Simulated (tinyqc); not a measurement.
What moves the results: free and nearly free electrons in a metal. A value that a table varies takes the place of the one given here.

The cubic cell holds 4 atoms: n = 4 z/a^3, kF = (3 pi^2 n)^(1/3), EF = c kF^2/m, vF = 2 c kF/(m hbar), c = hbar^2/2m0; rs = (3/(4 pi n))^(1/3)/a0; D(EF) = 3 n/(2 EF).

Square wire of width w with grain size w: rho/rho0 = 1/(1 - 3 al/2 + 3 al^2 - 3 al^3 ln(1 + 1/al)) + (3/4) (1 - p) l/w, with al = (l/w) Rg/(1 - Rg) (Mayadas-Shatzkes plus the thick-wire form of Fuchs-Sondheimer); l = hbar kF/(n e^2 rho), e = 1.602176634e-19 C.

Constants: hbar^2/2m0 = 3.80998211 eV angstrom^2; hbar = 6.58211957e-16 eV s; a0 (Bohr radius) = 0.5291772105 angstrom.

Inputs chosen for the exercise (near those of Al; not measured data): a = 4.073 angstrom (fcc lattice constant); z = 3 (free electrons an atom); m = 1 m0 (mass); rho = 2.72 micro-ohm cm (bulk resistivity); p = 0.2 (specularity of the surfaces); Rg = 0.44 (reflection at grain boundaries); w = 14 nm (wire width).

## Resistivity of narrow wires

Wires:

| w (nm) | al | grain term (factor - 1) | surface term | rho (micro-ohm cm) |
|---|---|---|---|---|
| 200 | 0.058 | 0.085 | 0.044 | 3.07 |
| 100 | 0.116 | 0.169 | 0.089 | 3.42 |
| 50 | 0.232 | 0.332 | 0.177 | 4.11 |
| 30 | 0.387 | 0.546 | 0.296 | 5.01 |
| 20 | 0.581 | 0.811 | 0.444 | 6.13 |
| 14 | 0.830 | 1.148 | 0.634 | 7.57 |
| 10 | 1.162 | 1.596 | 0.887 | 9.47 |
| 7 | 1.660 | 2.264 | 1.268 | 12.33 |

l = 14.79 nm

What does this show, and why?

At 7 nm the resistivity is 4.53 times the bulk value; grain boundaries add more (2.26 from grains, 1.27 from surfaces). It passes twice the bulk value between 30 and 20 nm. The surface formula is meant for w above l = 15 nm, so the rows below that are rough.

## What sets the wire resistivity

All results formed anew. Each row changes one parameter from the base and keeps the others.

Results:

| case | EF (eV) | l (nm) | wire rho (micro-ohm cm) |
|---|---|---|---|
| base | 11.521 | 14.79 | 7.568 |
| a = 4.195 angstrom | 10.861 | 15.69 | 7.858 |
| m = 1.2 m0 | 9.601 | 14.79 | 7.568 |
| rho = 3.264 micro-ohm cm | 11.521 | 12.32 | 8.125 |
| p = 0.5 | 11.521 | 14.79 | 6.921 |
| Rg = 0.308 | 11.521 | 14.79 | 6.239 |
| w = 9.8 nm | 11.521 | 14.79 | 9.610 |

How do the results move?

The largest shifts from the base row, up to three for each result and ties (the steps differ in size, so this ranks the rows, not the parameters). EF (eV): m -1.920, a -0.660; unchanged at the printed digits by rho, p, Rg and w. l (nm): rho -2.46, a +0.90; unchanged at the printed digits by m, p, Rg and w. wire rho (micro-ohm cm): w +2.043, Rg -1.329, p -0.646; unchanged at the printed digits by m. The mass drops out of l at given rho, because vF falls and tau rises by the same factor.

(tinyqc, `OMP_NUM_THREADS=1 python tinyqc.py 1681476 1681477 out.jsonl`, Intel(R) Xeon(R) Processor @ 2.30GHz, 1 thread, shared host, about 0.01 s.)
